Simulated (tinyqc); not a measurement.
# Off-state leakage of single and stacked transistors: what changes with what

n-channel devices of unit width. Subthreshold current I(Vg, Vs, Vd) = I0 (T/300 K)^0.5 exp[(Vg - Vs - VT(T) - gb (Vs - Vb) + dd (Vd - Vs))/(nf Vt)] (1 - exp(-(Vd - Vs)/Vt)), VT(T) = VT - cT (T - 300 K). Gate-edge tunnelling Ig (Vd/1 V) exp(ag (Vd - 1 V)), for a gate at 0 V, and band-to-band leakage Ab u exp(-Bb/u), u = Vd - Vb + 1 V, flow at a drain held at V; both are taken as independent of T. In a stack of off transistors (all gates at 0 V) the same subthreshold current passes through each.

Values chosen for this exercise; values of the order met in bulk silicon logic transistors:

| symbol | value | unit | meaning |
|---|---|---|---|
| T | 378 | K | temperature |
| V | 1 | V | supply voltage |
| VT | 0.44 | V | threshold at 300 K, zero drain and body bias |
| cT | 1 | mV/K | fall of the threshold with temperature |
| I0 | 0.22 | uA/um | current at threshold at 300 K |
| nf | 1.35 |  | slope factor |
| dd | 0.14 |  | drain-induced lowering per volt |
| gb | 0.18 |  | rise of the threshold per volt of source-body bias |
| Ig | 7e-6 | uA/um | gate-edge tunnelling current at 1 V |
| ag | 4.7 | 1/V | exponential slope of the gate current |
| Ab | 40 | uA/(um V) | prefactor of band-to-band leakage at the drain |
| Bb | 22 | V | its exponential voltage |
| Vb | 0 | V | body voltage |

Constants: q = 1.602176634e-19 C, kB = 1.380649e-23 J/K, Vt = kB T/q. Results are converted to the units shown.

Each table varies one quantity; the others keep the values above.

## Subthreshold current against the height of the stack

All n gates at 0 V, bottom source at 0 V, top drain at V; node voltages follow from equal currents.

Result of one run:

| n | I (nA/um) | reduction factor | drain voltage of the bottom device (mV) | source voltage of the top device (mV) | voltage across the top device (V) |
|---|---|---|---|---|---|
| 6 | 0.015587 | 101.71 | 8.5528 | 153.98 | 0.84602 |

What becomes of these results when the number of transistors in series n is changed from 6 to 1, all else the same?

Result of the changed run:

| n | I (nA/um) | reduction factor | drain voltage of the bottom device (mV) | source voltage of the top device (mV) | voltage across the top device (V) |
|---|---|---|---|---|---|
| 1 | 1.5853 | 1.0000 | 1000.0 | 0 | 1.0000 |

The whole series:

| n | I (nA/um) | reduction factor | drain voltage of the bottom device (mV) | source voltage of the top device (mV) | voltage across the top device (V) |
|---|---|---|---|---|---|
| 1 | 1.5853 | 1.0000 | 1000.0 | 0 | 1.0000 |
| 2 | 0.085077 | 18.634 | 97.442 | 97.442 | 0.90256 |
| 3 | 0.040531 | 39.114 | 27.182 | 122.14 | 0.87786 |
| 4 | 0.026470 | 59.890 | 15.745 | 136.34 | 0.86366 |
| 5 | 0.019627 | 80.772 | 11.085 | 146.30 | 0.85370 |
| 6 | 0.015587 | 101.71 | 8.5528 | 153.98 | 0.84602 |

The second transistor cuts the current by a factor of 18.6, the third by a further 2.10 and the sixth by 1.26. The top device keeps 84.6 % of the supply at n = 6, while the drain voltage of the bottom one falls to 0.263 Vt.

## Leakage components against the threshold

Same model as above.

One transistor with Vg = Vs = 0, Vd = V; stack factor I(one)/I(two in series).

The same in every row: gate edge (nA/um) = 0.007000; band-to-band (nA/um) = 1.336; stack factor = 18.63.

Result of one run:

| VT (V) | subthreshold (nA/um) | total (nA/um) | largest part |
|---|---|---|---|
| 0.4 | 3.937 | 5.280 | subthreshold |

What becomes of these results when the threshold at 300 K, zero drain and body bias VT is changed from 0.4 to 0.55 V, all else the same?

Result of the changed run:

| VT (V) | subthreshold (nA/um) | total (nA/um) | largest part |
|---|---|---|---|
| 0.55 | 0.1299 | 1.473 | band-to-band |

The whole series:

| VT (V) | subthreshold (nA/um) | total (nA/um) | largest part |
|---|---|---|---|
| 0.15 | 1159 | 1161 | subthreshold |
| 0.2 | 371.9 | 373.2 | subthreshold |
| 0.25 | 119.3 | 120.6 | subthreshold |
| 0.3 | 38.26 | 39.61 | subthreshold |
| 0.35 | 12.27 | 13.62 | subthreshold |
| 0.4 | 3.937 | 5.280 | subthreshold |
| 0.45 | 1.263 | 2.606 | band-to-band |
| 0.5 | 0.4051 | 1.748 | band-to-band |
| 0.55 | 0.1299 | 1.473 | band-to-band |
| 0.6 | 0.04168 | 1.385 | band-to-band |

As VT goes from 0.15 to 0.6, the total leakage falls from 1160 to 1.38 nA/um. The subthreshold part leads at VT = 0.15, the band-to-band part from 0.45 on. The reduction by a stack of two stays at 18.6, for the subthreshold part alone. For VT = 0.15, 0.2, 0.25, 0.3, 0.35 the gate is within about 3 nf Vt of threshold, where the exponential law overstates the current.

Program tinyqc, `OMP_NUM_THREADS=1 python tinyqc.py 2242240 2242241 out.jsonl`; Intel Xeon 2.30GHz, shared host, one thread, about 0.03 s.
